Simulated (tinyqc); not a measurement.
Worked calculation: thresholds of impact ionisation and Auger recombination from band masses. Values are carried at full precision from step to step, so a last printed digit may differ when a step is redone from the rounded ones.

Parabolic bands, no phonon. At threshold the three slow carriers share one velocity. With M their total mass and m4 the mass of the fast carrier, the fast carrier has the kinetic energy E_T = G M/(M - m4) and the slow ones together E_a = G m4/(M - m4), the activation energy of the Auger rate. CCCH (fast electron): G = Eg, M = 2 me + mh, m4 = me. CHHS (hole into the split-off band): G = Eg - Dso, M = 2 mh + me, m4 = ms; this form holds for Eg > Dso (below, the process needs about Dso - Eg and is marked by a dash). CHHL (hole into the light band): G = Eg, M = 2 mh + me, m4 = ml. CHHH (fast heavy hole): G = Eg, M = 2 mh + me, m4 = mh.

Constants: kB = 8.617333262e-05 eV/K; hbar^2/2m0 = 3.80998211 eV angstrom^2.

Inputs chosen for the exercise (near those of CdTe, gap at low temperature and not tied to T; the results hold for these values, not for the real material):
- Eg = 1.588 eV (gap at Gamma to the s-like level)
- Dso = 0.895 eV (spin-orbit splitting)
- me = 0.0941 m0 (electron mass at Gamma)
- mh = 0.6 m0 (heavy-hole mass)
- ms = 0.3 m0 (split-off mass)
- ml = 0.1153 m0 (light-hole mass)
- T = 300 K (temperature)

## Thresholds of four processes

Give G, M, m4, E_T, E_a and E_a/kT.

Results:
```
process,G (eV),M,m4,E_T (eV),E_a (eV),E_a/kT
CCCH,1.5880,0.7882,0.0941,1.8033,0.2153,8.33
CHHS,0.6930,1.2941,0.3000,0.9021,0.2091,8.09
CHHL,1.5880,1.2941,0.1153,1.7433,0.1553,6.01
CHHH,1.5880,1.2941,0.6000,2.9607,1.3727,53.10
```

The lowest activation energy is that of CHHL (155 meV), then CHHS (209 meV). At equal G a light fast carrier takes up the energy with little momentum, so little is asked of the slow ones; CHHH asks 0.86 Eg. For equal masses E_T would be 3/2 Eg; for electrons here it is 1.136 Eg.

## Momenta at the CCCH threshold

At the threshold of the parabolic CCCH process the fast electron has E_T = Eg M/(M - me), M = 2 me + mh, and the slow carriers E_a = E_T - Eg together. It has k4 = sqrt(me E_T/c), c = hbar^2/2m0; the slow carriers share k4 in proportion to their masses. Give the wave vectors and kinetic energies, and check that they add up to E_a.

k4 = 0.21104 1/angstrom

electron, electron, hole (1/angstrom): 0.02520  0.02520  0.16065

their kinetic energies (meV): 25.70  25.70  163.88

sum = 215.29 meV

The hole carries 76 % of the momentum and of the energy of the slow carriers.

## Non-parabolicity raises the threshold

Non-parabolic fast electron: E (1 + alpha E) = c k^2/me with alpha = (1 - me)^2/Eg; the slow carriers stay parabolic, so E_T = Eg + me E_T (1 + alpha E_T)/M, M = 2 me + mh (the root between Eg and 1.9 Eg).

Give alpha, E_T, E_a = E_T - Eg and k4.

alpha = 0.5168 1/eV
E_T = 2.1174 eV
E_a = 0.5294 eV
k4 = 0.33094 1/angstrom

E_a is 2.46 times the parabolic value, since an electron at E_T above the edge has 1 + alpha E_T = 2.09 times the squared momentum, and E_T itself is 1.17 times higher. In the real crystal the L valleys lie below this energy, so the fast electron may not stay in the Gamma valley.

## Temperature dependence

For non-degenerate carriers at fixed densities the Auger coefficient goes as exp(-E_a/kT), up to slowly varying powers of T. Give exp(-E_a/kT) for the parabolic and the non-parabolic CCCH value, and the characteristic temperature T0 = kT^2/E_a of each.

Boltzmann factors: 0.0002417  1.278e-09

T0 (K): 36  15

Non-parabolicity lowers the factor by 1.9e+05 times; direct CCCH is then negligible, and processes with lower thresholds, or assisted by phonons or defects, take over.

## Checks

- Largest energy that an electron at k4 can give to a pair, by numerical search, against Eg (eV): both 1.5880.

Computed by tinyqc, a small Python program: `OMP_NUM_THREADS=1 python tinyqc.py 1880073 1880074 out.jsonl` (the numbers bound the seed that draws the inputs); one thread of a shared host (Intel(R) Xeon(R) Processor @ 2.30GHz), about 0.01 s for the whole set of steps.
